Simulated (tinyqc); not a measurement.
# Doping and offset from the band bending

Inverse problem. An n-N heterojunction in equilibrium with Boltzmann electrons and no holes obeys er1 N1 g(u1/Vt) = er2 N2 g(-u2/Vt), g(t) = exp(t) - t - 1, where u1 = psi_j - psi_L and u2 = psi_R - psi_j, and u1 + u2 = dEc + Vt ln(N2 Nc1/(N1 Nc2)). Find N2 and dEc.

Inputs (values chosen for the exercise); band and dielectric values those of a made-up pair: temperature T = 300 K; relative permittivity of material 1 er1 = 12.7; conduction-band density of states of material 1 Nc1 = 1.96e17 cm^-3; relative permittivity of material 2 er2 = 14.8; conduction-band density of states of material 2 Nc2 = 4.94e17 cm^-3; donor density of material 1 N1 = 1.8e16 cm^-3.

Constants: q = 1.602176634e-19 C, kB = 1.380649e-23 J/K, Vt = kB T/q. Results are converted to the units shown.

bending psi_j - psi_L = 0.037778274 V
bending psi_R - psi_j = 0.073610222 V

Answer. Continuity of D gives N2 directly; the sum of the bendings then gives the offset.

N2 = 1.50e16 cm^-3
dEc = 0.140 eV

tinyqc, about 0.03 s, one thread, Intel Xeon 2.30GHz (shared host): `OMP_NUM_THREADS=1 python tinyqc.py 2040159 2040160 out.jsonl`
